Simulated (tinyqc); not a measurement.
Tunnelling through a gate dielectric, WKB transmission and Tsu-Esaki current: two steps of the calculation.

Electrons leave the emitter at x = 0. Energies E (motion across the layers) are in eV from the emitter Fermi level; the collector Fermi level lies at -V and offers states at every E. No charge in the dielectric and no image force: F1 = V/t1, U = phi1 - F1 x. With C = hbar^2/(2 m0), kappa = sqrt(m (U - E)/C) where U > E and 0 elsewhere; T(E) = exp(-S), S = 2 times the integral of kappa over x.

Parameters, values chosen for the exercise; dielectric values close to those of hafnium oxide:
```
symbol,value,unit,meaning
T,77,K,temperature
Ef,0.1,eV,Fermi energy of the emitter above its band bottom
me,1,m0,emitter mass in the supply function
phi1,1.51,eV,barrier of layer 1 above the emitter Fermi level at zero bias
m1,0.21,m0,tunnelling mass of layer 1
t1,2.7,nm,thickness of layer 1
V,0.7,V,voltage across the dielectric
E,0.08,eV,energy of the electron followed
nc,5,,cells in each layer
Ea,-0.1,eV,lower end of the energy grid
Eb,0.062,eV,upper end of the energy grid
nE,15,,points of the energy grid
```

Constants: q = 1.602176634e-19 C, kB = 1.380649e-23 J/K, hbar = 1.054571817e-34 J s, m0 = 9.1093837015e-31 kg, Vt = kB T/q, hbar^2/(2 m0) = 0.0380998212 eV nm^2. Results are converted to the units shown.

Problem 1. WKB exponent by the midpoint rule. Cut each layer into nc equal cells, take U and kappa at the cell centres, and sum S = 2 sum kappa h.

Give: x; U; kappa; S; T(E).

Solution 1.

```
cell  x (nm)  U (eV)  kappa (1/nm)
0      0.270   1.440         2.738
1      0.810   1.300         2.593
2      1.350   1.160         2.440
3      1.890   1.020         2.276
4      2.430   0.880         2.100
```

S = 13.12
T(E) = 2.007e-6

Problem 2. Current density on a coarse energy grid. Each layer adds (2/F) sqrt(m/C) [G(u at its left edge) - G(u at its right edge)] to S, with u = U - E (0 where negative) and G(u) = (2/3) u^1.5. The slope follows from 1/d = -dS/dE.

J = J0 times the integral of T(E) N(E) dE, N = ln[(1 + exp(-E/Vt))/(1 + exp((-E - V)/Vt))], J0 = q^2 me m0 kB T/(2 pi^2 hbar^3) (times 1e-4 for A/cm^2 per eV), by Simpson's rule on nE equally spaced points from Ea to Eb.

Give: E; T(E); N; T(E) N; J0; J.

Solution 2.

```
point   E (eV)      T(E)         N     T(E) N
0      -0.1000  6.916e-7     15.07   1.042e-5
1      -0.0884  7.389e-7     13.33   9.847e-6
2      -0.0769  7.897e-7     11.58   9.147e-6
3      -0.0653  8.442e-7     9.839   8.306e-6
4      -0.0537  9.028e-7     8.095   7.309e-6
5      -0.0421  9.658e-7     6.353   6.136e-6
6      -0.0306  1.034e-6     4.617   4.772e-6
7      -0.0190  1.107e-6     2.919   3.230e-6
8      -0.0074  1.185e-6     1.402   1.661e-6
9       0.0041  1.269e-6    0.4289   5.445e-7
10      0.0157  1.360e-6   0.08951   1.218e-7
11      0.0273  1.458e-6   0.01624   2.368e-8
12      0.0389  1.564e-6  0.002858   4.471e-9
13      0.0504  1.678e-6  5.003e-4  8.396e-10
14      0.0620  1.801e-6  8.749e-5  1.576e-10
```

J0 = 1.074e8 A/(cm^2 eV)
J = 69.92 A/cm^2

The integrand peaks at E = -0.100 eV among these points.

Numbers from tinyqc (`OMP_NUM_THREADS=1 python tinyqc.py 2540168 2540169 out.jsonl`; about 0.02 s on one thread of a shared Intel Xeon 2.30GHz).
